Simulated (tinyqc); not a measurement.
Two-band k.p model of the X valleys of a zinc-blende crystal: one step. Dispersion along the axis. Three cases, with inputs chosen for the exercise.

Task: Nine points; energies of the lower band from its minimum, against a parabola about the minimum with the mass there.

k along the valley axis, counted from X, c = hbar^2/2m0, e = c k^2/ml. H = [[e - D/2, i P k], [-i P k, e + D/2]] with P^2 = D0 c/ml, so E = e -/+ sqrt(D^2/4 + D0 e). For D = 0 (diamond lattice) the bands cross at X.

With x = D/D0: for x < 1 the minima lie at k_m = sqrt(ml D0 (1 - x^2)/(4 c)), the hump at X has the height dE = (D0/4)(1 - x)^2 and the mass at the minimum is ml/(1 - x^2); the mass at X is ml/(1 - 1/x), negative for x < 1. For x > 1 the minimum is at X.

Constants: hbar^2/2m0 = 3.80998211 eV angstrom^2.

Give: a table of k (1/angstrom), lower band (meV), parabola (meV), gap to the upper band (eV).

Case 1.

Values chosen (of the order of those of cubic SiC; the results hold for these values, not for the real material): D = 3.19 eV (splitting of the two conduction levels at X); D0 = 1.086 eV (coupling energy); ml = 0.416 m0 (mass along the axis from remote bands); kmax = 0.12 1/angstrom (end of the path).

Result:

Results:
```
k (1/angstrom)  lower band (meV)  parabola (meV)  gap to the upper band (eV)
0.0000                      0.00            0.00                      3.1900
0.0150                      1.36            1.36                      3.1914
0.0300                      5.44            5.44                      3.1956
0.0450                     12.24           12.23                      3.2026
0.0600                     21.79           21.75                      3.2124
0.0750                     34.07           33.98                      3.2249
0.0900                     49.13           48.93                      3.2401
0.1050                     66.96           66.60                      3.2580
0.1200                     87.60           86.99                      3.2786
```

At kmax the band lies at 87.6 meV and the parabola at 87.0 meV: far from X the curvature returns to 1/ml, so the band is steeper than the parabola of the minimum.

Case 2.

Values chosen (of the order of those of GaP; the results hold for these values, not for the real material): D = 0.328 eV (splitting of the two conduction levels at X); D0 = 0.397 eV (coupling energy); ml = 0.921 m0 (mass along the axis from remote bands); kmax = 0.17 1/angstrom (end of the path).

Result:

Results:
```
k (1/angstrom)  lower band (meV)  parabola (meV)  gap to the upper band (eV)
0.0000                      3.00           10.00                      0.3280
0.0213                      2.62            5.72                      0.3325
0.0425                      1.66            2.63                      0.3456
0.0638                      0.59            0.73                      0.3664
0.0850                      0.01            0.01                      0.3938
0.1062                      0.54            0.47                      0.4263
0.1275                      2.74            2.13                      0.4630
0.1487                      7.07            4.96                      0.5029
0.1700                     13.86            8.99                      0.5454
```

At kmax the band lies at 13.9 meV and the parabola at 9.0 meV: far from X the curvature returns to 1/ml, so the band is steeper than the parabola of the minimum.

Case 3.

Values chosen (of the order of those of AlAs; the results hold for these values, not for the real material): D = 0.342 eV (splitting of the two conduction levels at X); D0 = 0.127 eV (coupling energy); ml = 0.584 m0 (mass along the axis from remote bands); kmax = 0.12 1/angstrom (end of the path).

Result:

Results:
```
k (1/angstrom)  lower band (meV)  parabola (meV)  gap to the upper band (eV)
0.0000                      0.00            0.00                      0.3420
0.0150                      0.92            0.92                      0.3431
0.0300                      3.70            3.69                      0.3463
0.0450                      8.37            8.31                      0.3517
0.0600                     14.98           14.76                      0.3590
0.0750                     23.57           23.07                      0.3682
0.0900                     34.23           33.22                      0.3792
0.1050                     47.03           45.22                      0.3918
0.1200                     62.04           59.06                      0.4058
```

At kmax the band lies at 62.0 meV and the parabola at 59.1 meV: far from X the curvature returns to 1/ml, so the band is steeper than the parabola of the minimum.

Computed by tinyqc, one run a case: `OMP_NUM_THREADS=1 python tinyqc.py N N+1 out.jsonl` with N = 1880128, 1880193, 1880323; one thread of a shared Intel(R) Xeon(R) Processor @ 2.30GHz, about 0.01 s a run at most.
